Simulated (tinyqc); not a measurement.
Threshold-voltage variability of a planar MOSFET, analytic estimates: a gate of 2 grains.

Three independent sources add in quadrature: random dopants in the depleted layer, metal-gate grains of two orientations, and roughness of the two gate edges acting through the roll-off VT = VT(long) - Vr exp(-L/l). These are first-order estimates: no three-dimensional electrostatics, no percolation.

Each of 2 equal grains has the higher work function with probability p; the threshold shift is dW (j/2 - p) for j such grains, and the off current changes by exp(-shift/(n Vt)).

Parameters, values chosen for the exercise; material values close to those of silicon: temperature T = 273 K; work-function difference of the two grain orientations dW = 0.3 eV; share of the orientation of higher work function p = 0.4; subthreshold factor n = 1.22.

Constants: q = 1.602176634e-19 C, kB = 1.380649e-23 J/K, Vt = kB T/q. Results are converted to the units shown.

Distribution:
```
j  probability  shift (mV)  Ioff factor  probability x factor
0       0.3600      -120.0        65.43                 23.56
1       0.4800        30.0       0.3516                0.1688
2       0.1600       180.0     0.001889              3.023e-4
```

What does the table show?

The standard deviation is dW sqrt(p (1 - p)/2) = 104 mV. The mean off current is 23.7 times the nominal one; the log-normal formula exp(s^2/(2 (n Vt)^2)) gives 703. Devices with j = 0, 36 % of all, carry 99 % of the mean leakage.

Computed by the program tinyqc: `OMP_NUM_THREADS=1 python tinyqc.py 2090120 2090121 out.jsonl`, one thread of a shared Intel Xeon 2.30GHz, about 0.01 s for the whole run.
